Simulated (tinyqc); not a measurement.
Trench capacitor in an array: capacitance, non-linearity, leakage and relaxation: one step of the calculation.

A film between two metal electrodes, each interface adding a series capacitance ci. The small-signal permittivity is ek (1 + aq E^2); the field is found with the linear permittivity. Leakage J = J0 sinh(E/Ef). After a voltage step the film passes a relaxation current kr C V tt^(-nr), tt being the time in seconds. The sidewall is a coaxial capacitor with radii a = dm/2 - t and b = dm/2, depth AR dm; the end face is left out.

Task. Planar capacitance, field and non-linearity. Planar film: Cf = eps0 ek/t, 1/C = 1/Cf + 2/ci, EOT = 3.9 eps0/C, effective permittivity C t/eps0, E = (V/t) C/Cf; quadratic coefficient [C(V)/C - 1]/V^2 with Cf (1 + aq E^2) in C(V).

Inputs (values chosen for the exercise); permittivity of the order of that of tantalum oxide: relative permittivity of the film ek = 26.1; film thickness t = 9.7 nm; capacitance of each electrode interface (dead layer and screening) ci = 1000 uF/cm^2; quadratic field coefficient of the permittivity aq = 0.0083 cm^2/MV^2; bias V = 2.4 V; leakage prefactor J0 = 2.2e-11 A/cm^2; field for an e-fold rise of the leakage Ef = 0.24 MV/cm.

Constants: eps0 = 8.8541878128e-14 F/cm where lengths are in cm. Results are converted to the units shown.

Give: Cf; C; EOT; effective permittivity; E; quadratic coefficient; J.

Result.

Cf = 2.3824 uF/cm^2
C = 2.3711 uF/cm^2
EOT = 1.4563 nm
effective permittivity = 25.976
E = 2.4625 MV/cm
quadratic coefficient = 8694.4 ppm/V^2
J = 3.1436e-7 A/cm^2

The interfaces take 0.474 % of the voltage.

tinyqc, about 0.01 s, one thread, Intel Xeon 2.30GHz (shared host): `OMP_NUM_THREADS=1 python tinyqc.py 2102140 2102141 out.jsonl`
